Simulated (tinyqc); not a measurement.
# Worked calculation: thermionic-field emission through a Schottky barrier, WKB

Program tinyqc, `OMP_NUM_THREADS=1 python tinyqc.py 2640010 2640011 out.jsonl`; Intel Xeon 2.30GHz, shared host, one thread, about 0.03 s. Printed values are rounded.

Metal on an n-type semiconductor with one parabolic valley; V > 0 is forward bias (metal positive). Energies E are counted from the conduction edge of the neutral semiconductor, whose Fermi level lies at -xi; that of the metal lies at -xi - V. The barrier is a parabola of height Vd = phi - xi - V (depletion approximation, no image force).

Inputs (values chosen for the exercise); band and dielectric values close to those of 4H silicon carbide: temperature T = 350 K; electron mass me = 0.37 m0; relative permittivity eps_r = 9.72; barrier height seen from the metal phi = 1.25 eV; donor density Nd = 1e18 cm^-3; bias V = 0.57 V; points of the energy grid nE = 11; upper end of the energy grid Eb = 0.8 eV.

Constants: q = 1.602176634e-19 C, kB = 1.380649e-23 J/K, hbar = 1.054571817e-34 J s, h = 6.62607015e-34 J s, m0 = 9.1093837015e-31 kg, Vt = kB T/q, eps0 = 8.8541878128e-14 F/cm where lengths are in cm. Results are converted to the units shown.

Range of the model: One isotropic valley is assumed; bands with several valleys have a larger Richardson constant and Nc. The depletion approximation, a parabolic band and the neglect of image-force lowering make these currents estimates at high doping.

## Fermi level, barrier and E00

Nc = 2 (2 pi me m0 kB T/h^2)^1.5 (times 1e-6 for cm^-3); Nd = Nc F12(-xi/Vt), F12(x) = (2/sqrt(pi)) int_0^infinity sqrt(u)/(1 + exp(u - x)) du; E00 = (hbar/2) sqrt(Nd/(me m0 eps0 eps_r)) in SI units (volts). W = sqrt(2 eps0 eps_r Vd/(q Nd)).

Nc = 7.11696e18 cm^-3
xi = 0.0576944 eV
Vd = 0.622306 V
W = 25.8565 nm
E00 = 9.79024 meV
E00/Vt = 0.324603

By a common rule of thumb, E00/Vt below 0.5 marks thermionic emission, 0.5 to 5 thermionic-field emission and above 5 field emission. By that rule alone: thermionic emission; with a high barrier, tunnelling near its top can carry most of the current even below 0.5.

## Current density on a coarse grid

For E < Vd, ln T(E) = -(Vd/E00) [sqrt(1 - y) - y ln((1 + sqrt(1 - y))/sqrt(y))], y = E/Vd; T(E) = 1 above. J = A* T (q/kB) int_0^infinity T(E) N(E) dE, N = ln[(1 + exp((-xi - E)/Vt))/(1 + exp((-xi - V - E)/Vt))], A* = 4 pi q me m0 kB^2/h^3 (times 1e-4 for A/(cm^2 K^2)). Simpson's rule on nE equally spaced points from 0 to Eb.

| point | E (eV) | T(E) | N | T(E) N |
|---|---|---|---|---|
| 0 | 0.000000 | 2.48060e-28 | 0.137718 | 3.41622e-29 |
| 1 | 0.080000 | 1.62119e-20 | 0.0103523 | 1.67831e-22 |
| 2 | 0.160000 | 2.74546e-15 | 7.33128e-4 | 2.01277e-18 |
| 3 | 0.240000 | 3.94797e-11 | 5.16867e-5 | 2.04057e-15 |
| 4 | 0.320000 | 9.71260e-8 | 3.64284e-6 | 3.53814e-13 |
| 5 | 0.400000 | 5.44232e-5 | 2.56739e-7 | 1.39725e-11 |
| 6 | 0.480000 | 0.00767569 | 1.80943e-8 | 1.38886e-10 |
| 7 | 0.560000 | 0.253961 | 1.27524e-9 | 3.23862e-10 |
| 8 | 0.640000 | 1 | 8.98759e-11 | 8.98759e-11 |
| 9 | 0.720000 | 1 | 6.33423e-12 | 6.33423e-12 |
| 10 | 0.800000 | 1 | 4.46421e-13 | 4.46421e-13 |

J = 0.00883883 A/cm^2

The integrand peaks at E = 0.560 eV among these points, 0.90 of the barrier height. A converged quadrature gives 0.008432 A/cm^2 (this grid is 4.8 % above that), of which 10 % passes over the barrier.
